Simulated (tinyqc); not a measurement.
# Biaxially strained (001) channel, valley splitting in an inversion layer: what changes with what

A thin layer grown on a relaxed buffer is stretched in the plane. The two valleys with their long axis along the growth direction (D2) sink against the four in-plane ones (D4); confinement in a triangular well splits them too. Only the lowest subband of each set is kept; one relaxation time, so the weakening of intervalley scattering is left out.

Values chosen for this exercise; values close to those of silicon on relaxed silicon-germanium:
```
symbol,value,unit,meaning
T,325,K,temperature
x,0.35,,germanium share of the relaxed buffer
b1,0.0418,,lattice mismatch per unit x
c11,167,GPa,elastic constant
c12,65.4,GPa,elastic constant
Xu,8.95,eV,shear deformation potential
ml,0.897,m0,longitudinal mass
mt,0.195,m0,transverse mass
F,1.18,MV/cm,confining field
Ns,7.1e12,cm^-2,inversion density
```

Constants: q = 1.602176634e-19 C, kB = 1.380649e-23 J/K, hbar = 1.054571817e-34 J s, m0 = 9.1093837015e-31 kg, Vt = kB T/q, hbar^2/(2 m0) = 0.0380998212 eV nm^2. Results are converted to the units shown.

Each table varies one quantity; the others keep the values above.

## Effect of the inversion density

e_par = b1 x, e_perp = -2 (c12/c11) e_par, splitting D = Xu (e_par - e_perp), in-plane stress (c11 + c12 - 2 c12^2/c11) e_par. Levels E(m) = 2.33811 (hbar^2 q^2 F^2/(2 m))^(1/3): E2 = E(ml), E4 = E(mt) + D; N2 = 2 mt kB T/(pi hbar^2), N4 = 4 sqrt(mt ml) kB T/(pi hbar^2). EF solves Ns = N2 ln(1 + exp((EF - E2)/Vt)) + N4 ln(1 + exp((EF - E4)/Vt)); f2 is the share in D2, and 1/mc = f2/mt + (1 - f2)(1/mt + 1/ml)/2. The gain is mc(x = 0)/mc.

The same in every row: D (meV) = 233.49.

Effect of the inversion density:
```
Ns (cm^-2)	f2 without strain	f2	mc (m0)	gain
2e11	0.95968	0.99999	0.19500	1.0160
3.9e11	0.95890	0.99999	0.19500	1.0163
7.5e11	0.95737	0.99999	0.19500	1.0170
1.4e12	0.95445	0.99999	0.19500	1.0181
2.8e12	0.94733	0.99999	0.19500	1.0210
5.4e12	0.93082	0.99998	0.19500	1.0278
1e13	0.88992	0.99996	0.19500	1.0450
2e13	0.76768	0.99982	0.19501	1.0999
```

Read the table: what changes, and by how much?

As Ns goes from 2e11 to 2e13 cm^-2, f2 stays near 1.00 (without strain: it falls from 0.960 to 0.768) and the gain rises from 1.02 to 1.10. At Ns = 2e13 cm^-2 the second D2 subband, left out here, lies within 2 Vt of EF or below it.

## Effect of the confining field

Same model as above.

The same in every row: D (meV) = 233.49.

Result of one run:
```
F (MV/cm)	f2 without strain	f2	mc (m0)	gain
0.1	0.33087	0.99899	0.19508	1.3542
```

What becomes of these results when the confining field F is changed from 0.1 to 0.9 MV/cm, all else the same?

Result of the changed run:
```
F (MV/cm)	f2 without strain	f2	mc (m0)	gain
0.9	0.84803	0.99995	0.19500	1.0632
```

The whole series:
```
F (MV/cm)	f2 without strain	f2	mc (m0)	gain
0.1	0.33087	0.99899	0.19508	1.3542
0.3	0.51709	0.99962	0.19503	1.2328
0.5	0.66130	0.99982	0.19501	1.1527
0.7	0.77000	0.99991	0.19501	1.0989
0.9	0.84803	0.99995	0.19500	1.0632
1.1	0.90150	0.99997	0.19500	1.0401
1.3	0.93680	0.99998	0.19500	1.0254
1.5	0.95954	0.99999	0.19500	1.0161
```

As F goes from 0.1 to 1.5 MV/cm, f2 stays near 1.00 (without strain: it rises from 0.331 to 0.960) and the gain falls from 1.35 to 1.02. Strong confinement already empties D4, so strain has less to move. For F = 0.1 to 0.5 MV/cm the second D2 subband, left out here, lies within 2 Vt of EF or below it.

Computed by the program tinyqc: `OMP_NUM_THREADS=1 python tinyqc.py 2530072 2530073 out.jsonl`, one thread of a shared Intel Xeon 2.30GHz, about 0.01 s for the whole run.
